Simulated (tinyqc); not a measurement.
Thermal resistances of a two-die stack.

Question. Heat leaves through the lower die only, and the system is linear. Find the resistance R1 from the lower die to the coolant, R2 between the dies, and the rise of the upper die when both are powered.

Inputs (values chosen for the exercise): power of the lower die P1 = 15 W; power of the upper die P2 = 6.7 W.

rises of the lower and upper die with only the lower one powered (K): 9.75  9.75
rises of the lower and upper die with only the upper one powered (K): 4.355  5.226

Answer. With only the lower die powered no heat crosses R2, so both dies rise by P1 R1; the difference in the second test is P2 R2; rises add.

R1 = 0.6500 K/W
R2 = 0.1300 K/W
rise of the upper die = 14.98 K

Numbers from tinyqc (`OMP_NUM_THREADS=1 python tinyqc.py 2162164 2162165 out.jsonl`; about 0.03 s on one thread of a shared Intel Xeon 2.30GHz).
